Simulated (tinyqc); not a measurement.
Mesh and choice of bands: charge neutrality level from zone-averaged pseudopotential bands.

Empirical pseudopotential on the fcc lattice, atoms at +/- tau, tau = a (1,1,1)/8, no spin-orbit coupling. H(G,G') = c (2 pi/a)^2 |k + G|^2 delta + VS(q) cos(q.tau) + i VA(q) sin(q.tau), q = G - G', c = hbar^2/2m0; k and G in units of 2 pi/a; VS at |q|^2 = 3, 8, 11 and VA at 3, 4, 11, in rydberg, zero elsewhere. At each k the basis holds all G with |k + G|^2 up to 16; energies are counted from the fourth level at Gamma.

Mesh: k = sum_i (n_i + 1/2)/N b_i, n_i = 0 ... N - 1, b = (-1,1,1), (1,-1,1), (1,1,-1); points with the same sorted |kx|, |ky|, |kz| after folding to the shortest k + G are joined, with their count as weight. Neutrality (branch-point) level: E_N = (1/2) mean over k of [E5 + (E3 + E4)/2], E_n the n-th level from below.

Constants: hbar^2/2m0 = 3.80998211 eV angstrom^2; Ry = 13.60569312 eV.

Values chosen for the exercise (out of a larger set: classic local form factors of the size used for GaAs, without spin-orbit coupling; not measured data): a = 5.647 angstrom (lattice constant); VS = (-0.229, 0.01, 0.06) Ry (symmetric form factors); VA = (0.07, 0.05, 0.011) Ry (antisymmetric form factors).

E_N with E5 alone, and with (E5 + E6)/2 in its place.

Results:

| N | joined points | E_N (eV) | E_N, two conduction bands (eV) |
|---|---|---|---|
| 1 | 1 | 0.3571 | 1.1783 |
| 2 | 2 | 0.3201 | 1.0219 |
| 3 | 6 | 0.5629 | 0.9307 |
| 4 | 10 | 0.5331 | 0.9447 |
| 5 | 19 | 0.5416 | 0.9361 |

How do the results move, and what explains it?

For scale, the lowest gap of this set is 1.40 eV. Against N = 5 the errors are -185, -221, +21 and -8 meV for N = 1 to 4 (N = 1 is the L point alone). Taking the second conduction band in moves E_N by +0.39 eV, more than the mesh error at N = 2: the definition, not the mesh, limits the estimate. Local form factors place the indirect gaps only to a few tenths of an eV, and E_N moves with them.

(tinyqc, `OMP_NUM_THREADS=1 python tinyqc.py 1851145 1851146 out.jsonl`, Intel(R) Xeon(R) Processor @ 2.30GHz, 1 thread, shared host, about 0.1 s.)
